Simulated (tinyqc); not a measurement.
Standing waves and exposure in a photoresist film: sweeps and comparisons. A value that a table varies takes the place of the one given here.

Normal incidence from air. Unexposed resist: N1 = n1 + i k1 with k1 = (A + B) lam/(4 pi), lam in micrometres. r01 = (1 - N1)/(1 + N1), t01 = 2/(1 + N1). Below the resist lie the layer Na = na + i ka and the substrate Ns = ns + i ks: r12 = (r1a + ras x)/(1 + r1a ras x), x = exp(4 pi i Na da/lam), r1a = (N1 - Na)/(N1 + Na), ras = (Na - Ns)/(Na + Ns). With p = exp(2 pi i N1 d/lam), the field at depth z is E(z) = t01 [exp(2 pi i N1 z/lam) + r12 p^2 exp(-2 pi i N1 z/lam)]/(1 + r01 r12 p^2), the relative intensity I(z) = n1 |E(z)|^2 and the reflectance R = |(r01 + r12 p^2)/(1 + r01 r12 p^2)|^2.

Values chosen for the exercise (a resist on W, indices near tabulated ones; shifted at random, so the results belong to these values and not to a real crystal): lam = 248 nm (vacuum wavelength); n1 = 1.781 (resist index); A = 0.03 1/micrometre (bleachable absorption (Dill A)); B = 0.97 1/micrometre (fixed absorption (Dill B)); d = 569 nm (resist thickness); ns = 3.458 (substrate n); ks = 2.908 (substrate k); na = 1.841 (n of the bottom antireflection layer); ka = 0.407 (its k); da = 25 nm (its thickness).

## Swing of the coupled dose with resist thickness

The mean of I is taken over 800 depths; the relative dose to clear is taken as 1/(mean of I over the lowest period, 60 depths), scaled to 1 in the first row.

Swing:

| d (nm) | R | mean I | relative dose |
|---|---|---|---|
| 569.0 | 0.0186 | 0.8246 | 1.000 |
| 580.6 | 0.0966 | 0.7559 | 1.103 |
| 592.2 | 0.1735 | 0.6857 | 1.218 |
| 603.8 | 0.1840 | 0.6696 | 1.244 |
| 615.4 | 0.1220 | 0.7141 | 1.168 |
| 627.0 | 0.0360 | 0.7801 | 1.079 |
| 638.6 | 0.0207 | 0.7901 | 1.079 |
| 650.2 | 0.0932 | 0.7284 | 1.182 |
| 661.8 | 0.1657 | 0.6649 | 1.299 |
| 673.4 | 0.1758 | 0.6504 | 1.326 |
| 685.0 | 0.1174 | 0.6907 | 1.251 |
| 696.6 | 0.0373 | 0.7495 | 1.163 |
| 708.2 | 0.0230 | 0.7581 | 1.164 |

The period is 69.6 nm, six rows. The relative dose swings between 1.000 and 1.326, a ratio (max - min)/mean of 0.278, against the estimate 4 sqrt(|r01|^2 |r12|^2) exp(-(A + B) d) = 0.203 for the oscillating part alone; the ratio from the table also holds the slow rise from absorption, 16.4 % over two periods, so the two are not strictly comparable.

## Tuning the antireflection layer

da takes the values listed; the contrast is (Imax - Imin)/(Imax + Imin) over the lowest period of the resist (60 depths).

Results:

| da (nm) | \|r12\|^2 | contrast |
|---|---|---|
| 0 | 0.3097 | 0.819 |
| 10 | 0.2641 | 0.784 |
| 20 | 0.1568 | 0.657 |
| 30 | 0.0582 | 0.443 |
| 40 | 0.0116 | 0.221 |
| 50 | 0.0112 | 0.222 |
| 60 | 0.0309 | 0.333 |
| 75 | 0.0441 | 0.372 |
| 90 | 0.0224 | 0.267 |
| 110 | 0.0034 | 0.094 |
| 140 | 0.0176 | 0.235 |

|r12|^2 starts at 0.3097 and is lowest, 0.0034, at 110 nm of those listed, where the contrast is 0.094 against 0.819. The contrast follows 2|r|/(1 + |r|^2), so even |r12|^2 = 0.01 leaves about 0.2. Values below 0.01 occur at 110 nm.

## What moves the exposure

The mean of I is over 800 depths. Each row changes one parameter from the base and keeps the others.

Results:

| case | \|r12\|^2 | R | mean I | I at the bottom |
|---|---|---|---|---|
| base | 0.1023 | 0.0186 | 0.8246 | 0.9141 |
| d = 579 nm | 0.1023 | 0.0836 | 0.7674 | 0.8426 |
| n1 = 1.799 | 0.1046 | 0.0534 | 0.7983 | 0.8876 |
| B = 1.17 1/micrometre | 0.1018 | 0.0223 | 0.7700 | 0.8066 |
| ks = 2.617 | 0.0934 | 0.0188 | 0.8179 | 0.8859 |
| da = 35 nm | 0.0279 | 0.0701 | 0.7282 | 0.7204 |
| ka = 0.529 | 0.0867 | 0.0160 | 0.8155 | 0.8354 |

The largest shifts from the base row, up to three for each result and ties (the steps differ in size, so this ranks the rows, not the parameters). |r12|^2: da -0.0744, ka -0.0156, ks -0.0089; unchanged at the printed digits by d. R: d +0.0649, da +0.0515, n1 +0.0348. mean I: da -0.0964, d -0.0572, B -0.0546. I at the bottom: da -0.1937, B -0.1075, ka -0.0788.

Computed by tinyqc, a small Python program: `OMP_NUM_THREADS=1 python tinyqc.py 1682515 1682516 out.jsonl` (the numbers bound the seed that draws the inputs); one thread of a shared host (Intel(R) Xeon(R) Processor @ 2.30GHz), about 0.01 s for the whole set of steps.
